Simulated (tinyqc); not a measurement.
Epitaxial growth on a vicinal surface: Burton-Cabrera-Frank step flow, step-edge barrier and island nucleation: one step, computed by the program tinyqc. Command: `OMP_NUM_THREADS=1 python tinyqc.py 3016465 3016466 out.jsonl stepflow walk`. One thread of a shared host (Intel(R) Xeon(R) Processor @ 2.30GHz), about 0.01 s of CPU time with the checks.

Adatoms land at rate F, hop on a square grid (a simplification for hexagonal faces), desorb, or join steps. Lengths are in units of a and n is the adatom coverage. Steps ascend at x = 0 and descend at x = l.

Question. Terrace solution. D n'' - n/tau + F = 0 with n(0) = n_eq and -l_s n'(l) = n(l) - n_eq. With u = n - F tau, A = n_eq - F tau, y = l/x_s, s = l_s/x_s: u = A cosh(x/x_s) + B sinh(x/x_s), B = A (1 - cosh y - s sinh y)/(sinh y + s cosh y). Flux into the ascending step J+ = D B/x_s, over the descending one J- = -(D/x_s)(A sinh y + B cosh y); step velocity J+ + J-; growth rate (J+ + J-)/l. For small y: J+ + J- = (F - n_eq/tau) l, J-/J+ = l/(l + 2 l_s). The coverage peaks where n' = 0, tanh(x/x_s) = -B/A.

Inputs (values chosen for the exercise, close to those used for Si(001)): deposition rate F = 0.22 layers/s; temperature T = 550 C.

D = 1.980868e+08 a^2/s

lifetime tau = 42447.34 s

diffusion length x_s = 2899700 a

equilibrium coverage n_eq = 1.264470e-08

terrace width l = 2.520027 a

Schwoebel length l_s = 2.870481 a

Give: J+; J-; growth rate; peak coverage; position of the peak.

Answer.

J+ = 0.4248 atoms per step site and s

J- = 0.1296 atoms per step site and s

growth rate = 0.2200 layers/s

peak coverage = 1.472e-08

position of the peak = 1.931 a

Caution: terraces under ten sites wide are at the edge of a continuum description.
